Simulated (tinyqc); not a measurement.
From results back to parameters: nanosheet or nanowire with hard walls, valleys of the Si type. Two cases, with inputs chosen for the exercise.

Problem. In a hard-walled rectangle E(n, l) = c pi^2 (n^2/(m_y W^2) + l^2/(m_z H^2)), c = hbar^2/2m0. Two levels were computed from hidden W and H.

Constants: hbar^2/2m0 = 3.80998211 eV angstrom^2.

Case 1.

Values chosen (out of a larger set: near those of Si; not measured data): m_y = 0.191 m0 (mass across the width); m_z = 0.914 m0 (mass along the height).

E(1, 1) = 0.016350 eV
E(2, 1) = 0.031116 eV

Case 2.

Values chosen (out of a larger set: near those of Si; not measured data): m_y = 0.191 m0 (mass across the width); m_z = 0.91 m0 (mass along the height).

E(1, 1) = 0.027299 eV
E(2, 1) = 0.055390 eV

Find: width term; height term; W; H.

Solution. The difference of the two levels is three times the width term; the rest of E(1, 1) is the height term.

Case 1.

width term = 4.92 meV
height term = 11.43 meV
W = 200.0 angstrom
H = 60.0 angstrom

Case 2.

width term = 9.36 meV
height term = 17.93 meV
W = 145.0 angstrom
H = 48.0 angstrom

Computed by tinyqc, one run a case: `OMP_NUM_THREADS=1 python tinyqc.py N N+1 out.jsonl` with N = 1281914, 1281934; one thread of a shared Intel(R) Xeon(R) Processor @ 2.30GHz, about 0.05 s a run at most.
